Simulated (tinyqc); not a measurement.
# Thermionic-field emission through a Schottky barrier, WKB, step by step

Computed by the program tinyqc: `OMP_NUM_THREADS=1 python tinyqc.py 2640047 2640048 out.jsonl`, one thread of a shared Intel Xeon 2.30GHz, about 0.04 s for the whole run. Printed values are rounded.

Metal on an n-type semiconductor with one parabolic valley; V > 0 is forward bias (metal positive). Energies E are counted from the conduction edge of the neutral semiconductor, whose Fermi level lies at -xi; that of the metal lies at -xi - V. The barrier is a parabola of height Vd = phi - xi - V (depletion approximation, no image force).

Parameters, values chosen for the exercise; band and dielectric values close to those of gallium nitride: temperature T = 200 K; electron mass me = 0.196 m0; relative permittivity eps_r = 9.55; barrier height seen from the metal phi = 1.31 eV; donor density Nd = 2.7e19 cm^-3; bias V = 0.39 V; points of the energy grid nE = 11; upper end of the energy grid Eb = 0.42 eV.

Constants: q = 1.602176634e-19 C, kB = 1.380649e-23 J/K, hbar = 1.054571817e-34 J s, h = 6.62607015e-34 J s, m0 = 9.1093837015e-31 kg, Vt = kB T/q, eps0 = 8.8541878128e-14 F/cm where lengths are in cm. Results are converted to the units shown.

Range of the model: The depletion approximation, a parabolic band and the neglect of image-force lowering make these currents estimates at high doping.

## Fermi level, barrier and E00

Nc = 2 (2 pi me m0 kB T/h^2)^1.5 (times 1e-6 for cm^-3); Nd = Nc F12(-xi/Vt), F12(x) = (2/sqrt(pi)) int_0^infinity sqrt(u)/(1 + exp(u - x)) du; E00 = (hbar/2) sqrt(Nd/(me m0 eps0 eps_r)) in SI units (volts). W = sqrt(2 eps0 eps_r Vd/(q Nd)).

Nc = 1.18528e18 cm^-3
xi = -0.165955 eV
Vd = 1.08595 V
W = 6.51568 nm
E00 = 70.5147 meV
E00/Vt = 4.09144

By a common rule of thumb, E00/Vt below 0.5 marks thermionic emission, 0.5 to 5 thermionic-field emission and above 5 field emission. By that rule alone: thermionic-field emission; with a high barrier, tunnelling near its top can carry most of the current even below 0.5.

## Current density on a coarse grid

For E < Vd, ln T(E) = -(Vd/E00) [sqrt(1 - y) - y ln((1 + sqrt(1 - y))/sqrt(y))], y = E/Vd; T(E) = 1 above. J = A* T (q/kB) int_0^infinity T(E) N(E) dE, N = ln[(1 + exp((-xi - E)/Vt))/(1 + exp((-xi - V - E)/Vt))], A* = 4 pi q me m0 kB^2/h^3 (times 1e-4 for A/(cm^2 K^2)). Simpson's rule on nE equally spaced points from 0 to Eb.

| point | E (eV) | T(E) | N | T(E) N |
|---|---|---|---|---|
| 0 | 0.000000 | 2.04969e-7 | 9.62918 | 1.97368e-6 |
| 1 | 0.042000 | 1.09582e-6 | 7.19292 | 7.88212e-6 |
| 2 | 0.084000 | 3.85400e-6 | 4.76379 | 1.83596e-5 |
| 3 | 0.126000 | 1.15280e-5 | 2.41216 | 2.78074e-5 |
| 4 | 0.168000 | 3.09673e-5 | 0.635568 | 1.96818e-5 |
| 5 | 0.210000 | 7.66547e-5 | 0.0747767 | 5.73199e-6 |
| 6 | 0.252000 | 1.77499e-4 | 0.00676522 | 1.20082e-6 |
| 7 | 0.294000 | 3.88287e-4 | 5.93294e-4 | 2.30368e-7 |
| 8 | 0.336000 | 8.07998e-4 | 5.18840e-5 | 4.19222e-8 |
| 9 | 0.378000 | 0.00160757 | 4.53618e-6 | 7.29221e-9 |
| 10 | 0.420000 | 0.00306972 | 3.96587e-7 | 1.21741e-9 |

J = 189.174 A/cm^2

The integrand peaks at E = 0.126 eV among these points, 0.12 of the barrier height. A converged quadrature gives 188.9 A/cm^2 (this grid is 0.12 % above that), of which 3.3e-18 % passes over the barrier.
